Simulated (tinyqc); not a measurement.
Against temperature: two-band model of a narrow-gap semiconductor with electrons and holes. Computed by tinyqc, a small Python program. Command: `OMP_NUM_THREADS=1 python tinyqc.py 3021976 3021977 out.jsonl bipolar walk`. One thread of a shared host (Intel(R) Xeon(R) Processor @ 2.30GHz), about 0.06 s of CPU time with the checks.

Two parabolic bands with acoustic scattering (r = -1/2, a = 0), a gap that does not change with T, and fully ionised dopants. Melting is ignored, so values above the melting point are formal, and kappa_L does not change with T. eta_n = (E_F - E_c)/(k_B T), eta_p = -eta_n - E_g/(k_B T).

Inputs (values chosen for the exercise, for a model material): electron mass m_n = 0.074 m_0; hole mass m_p = 0.15 m_0; electron mobility parameter mu_300,n = 1900 cm^2/(V s); hole mobility parameter mu_300,p = 280 cm^2/(V s); temperature exponent p = 1.5; band gap E_g = 0.47 eV; net doping N = 2.8e+17 1/cm^3; lattice thermal conductivity kappa_L = 4.8 W/(m K).

Doping: n-type.

Constants: k_B = 8.617333262e-05 eV/K; m_0 = 9.1093837015e-31 kg; k_B = 1.380649e-23 J/K; hbar = 1.054571817e-34 J s; e = 1.602176634e-19 C.

Method:
- With x = E/(k_B T), a = alpha k_B T (0 for a parabolic band), G = x (1 + a x), D = 1 + 2 a x and <y> = int y f (1 - f) dx, f = 1/(1 + exp(x - eta)): tau = tau_0 G^r/D; transport function s = G^(3/2 + r)/D^2; n = N_0 <G^(3/2)> with N_0 = (2 m k_B T)^(3/2)/(3 pi^2 hbar^3).
- Integrals over x = E/(k_B T) use 160 Gauss-Legendre points in u = sqrt(x) from 0 to sqrt(max(eta, 0) + 32).
- sigma = e mu_0 N_0 <s> with mu_0 = e tau_0/m = mu_300 (T/300 K)^(-p); |S| = (k_B/e)(<x s>/<s> - eta); Lorenz number L = (k_B/e)^2 (<x^2 s>/<s> - (<x s>/<s>)^2); kappa_e = L sigma T; zT = S^2 sigma T/(kappa_L + kappa_e).
- Neutrality: n - p = N, with n = N_0(m_n) <x^(3/2)> at eta_n and p = N_0(m_p) <x^(3/2)> at eta_p.
- Both bands together (these totals replace the one-band zT): sigma = sigma_n + sigma_p; S = (sigma_p |S_p| - sigma_n |S_n|)/sigma; kappa_bip = (sigma_n sigma_p/sigma)(|S_n| + |S_p|)^2 T; kappa_e = (L_n sigma_n + L_p sigma_p) T; zT = S^2 sigma T/(kappa_L + kappa_e + kappa_bip); weak-field R_H = (r_p sigma_p^2/p - r_n sigma_n^2/n)/(e sigma^2), where the Hall factors r_n and r_p are <x^(3/2)> <x^(1/2)>/<s>^2.

The same sample:
```
T (K)  n (1/cm^3)  p (1/cm^3)  sigma (S/cm)  S (microvolt/K)  kappa_bip (W/(m K))        zT  R_H (cm^3/C)
150    2.8000e+17  3.0896e+01        151.27          -151.23           5.5509e-16  0.010723       -24.646
200    2.8000e+17  7.8347e+05        103.77          -182.66           7.2782e-12  0.014324       -25.063
250    2.8000e+17  3.9526e+08         76.68          -208.30           2.2297e-09  0.017218       -25.335
300    2.8000e+17  2.7533e+10         59.55          -229.88           1.0435e-07  0.019553       -25.521
350    2.8000e+17  6.1091e+11         47.93          -248.47           1.6670e-06  0.021460       -25.653
400    2.8001e+17  6.5770e+12         39.63          -264.78           1.3588e-05  0.023038       -25.750
500    2.8020e+17  2.0340e+14         28.77          -292.20           2.6776e-04  0.025467       -25.859
600    2.8220e+17  2.1954e+15         22.24          -313.23           2.0275e-03  0.027154       -25.699
750    3.0481e+17  2.4809e+16         17.49          -324.38           1.5003e-02  0.028548       -23.293
900    3.9179e+17  1.1179e+17         17.63          -302.19           4.7755e-02  0.029738       -16.997
1050   5.6747e+17  2.8747e+17         20.84          -269.70           9.2330e-02  0.032320       -10.951
1200   8.3093e+17  5.5093e+17         25.41          -243.34           1.4059e-01  0.036208        -7.120
```

What follows from these numbers?

Among the rows where S keeps the majority sign, zT is largest at 1200 K (the edge of those rows) and |S| at 750 K. Among these rows sigma is least at 750 K; at higher T thermal pairs outweigh the falling mobility. kappa_bip reaches 0.141 W/(m K) at the last row, 0.0293 times kappa_L.

Extremes, crossings and ranges named in words are read from the listed rows.
